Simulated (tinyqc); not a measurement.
Frequency dispersion of an accumulation capacitance by border traps, distributed model: one step of the calculation.

Traps spread evenly through the insulator exchange electrons with the semiconductor by tunnelling, with tau(x) = t0 exp(2 ka x) at depth x from the interface. The admittance per area Y seen at depth x obeys dY/dx = -Y^2/(i w eps0 eox) + q Nb ln(1 + i w tau)/tau, with Y(0) = i w Cs and w = 2 pi f; the gate sees Y(tox) = G + i w C. Working variable y = Y/(i w), in uF/cm^2. Cox = eps0 eox/tox.

Problem. Midpoint steps through the active depth. In terms of y: dy/dx = -y^2/(eps0 eox) + s(x), s = q Nb ln(1 + z)/z, z = i w tau. 8 midpoint steps of h = xe/8: y_half = y + (h/2) y'(x, y), y(new) = y + h y'(x + h/2, y_half).

Values chosen for this exercise; permittivity close to that of hafnium oxide:
- eox = 19.1 (relative permittivity of the insulator)
- Cs = 2.7 uF/cm^2 (semiconductor capacitance in accumulation)
- Nb = 1.7e19 cm^-3 eV^-1 (density of border traps)
- ka = 3.3 1/nm (decay constant of the wave function in the insulator)
- t0 = 1e-11 s (time constant of a trap at the interface)
- f = 10000 Hz (frequency)
- xe = 2.9 nm (depth down to which the steps are taken)

Constants: q = 1.602176634e-19 C, eps0 = 8.8541878128e-14 F/cm where lengths are in cm. Results are converted to the units shown.

Give: x; s; y.

Solution.

| point | x (nm) | s (uF/(cm^2 nm)) | y (uF/cm^2) |
|---|---|---|---|
| 0 | 0 | 0.27237+0.00000i | 2.7000+0.0000i |
| 1 | 0.36250 | 0.27237+0.00000i | 2.6458+0.0000i |
| 2 | 0.72500 | 0.27237-0.00001i | 2.5974+0.0000i |
| 3 | 1.0875 | 0.27237-0.00011i | 2.5540+0.0000i |
| 4 | 1.4500 | 0.27236-0.00123i | 2.5152-0.0001i |
| 5 | 1.8125 | 0.27149-0.01335i | 2.4803-0.0016i |
| 6 | 2.1750 | 0.20795-0.09740i | 2.4456-0.0164i |
| 7 | 2.5375 | 0.03433-0.05708i | 2.3561-0.0493i |
| 8 | 2.9000 | 0.00330-0.01026i | 2.2464-0.0529i |

Program tinyqc, `OMP_NUM_THREADS=1 python tinyqc.py 2202028 2202029 out.jsonl`; Intel Xeon 2.30GHz, shared host, one thread, about 0.6 s.
